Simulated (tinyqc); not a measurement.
Vacuum evaporation: vapour pressure, source flux, thickness distribution, purity and step coverage: one step, computed by the program tinyqc. Command: `OMP_NUM_THREADS=1 python tinyqc.py 3113178 3113179 out.jsonl evap walk`. One thread of a shared host (Intel(R) Xeon(R) Processor @ 2.30GHz), about 0.01 s of CPU time with the checks.

Molecular flow, unit sticking of the metal, no re-evaporation. The background gas is taken as water vapour (18.015 g/mol, collision diameter 0.37 nm) at 300 K.

Question. Rate and uniformity on a fixed wafer above the source. A small source emits (n + 1) Phi area cos^n(phi)/(2 pi) per solid angle; on a parallel plane at height h and lateral distance l the arrival rate is (n + 1) Phi area/(2 pi h^2) x (1 + (l/h)^2)^(-(n + 3)/2). Growth rate = arrival rate x m/rho, m = M u. The wafer is fixed and centred above the source.

Inputs (values chosen for the exercise, modelled on aluminium, with constants for the liquid):
```
quantity                    value    unit
molar mass M                26.98   g/mol
film density rho              2.7  g/cm^3
source temperature T         1560       K
source area                  0.27    cm^2
directionality n                1       -
source-to-wafer distance h     59      cm
wafer radius R                2.5      cm
```

flux Phi = 4.305714e+18 1/(cm^2 s)

Constants: u = 1.6605390666e-27 kg.

Give: arrival rate at the centre; growth rate at the centre; edge over centre; non-uniformity (max - min)/(max + min); share of the material that lands on the wafer, 1 - (1 + (R/h)^2)^(-(n + 1)/2).

Answer.

arrival rate at the centre = 1.063e+14 1/(cm^2 s)

growth rate at the centre = 0.01764 nm/s

edge over centre = 0.9964

non-uniformity (max - min)/(max + min) = 0.1794 %

share of the material that lands on the wafer, 1 - (1 + (R/h)^2)^(-(n + 1)/2) = 0.1792 %
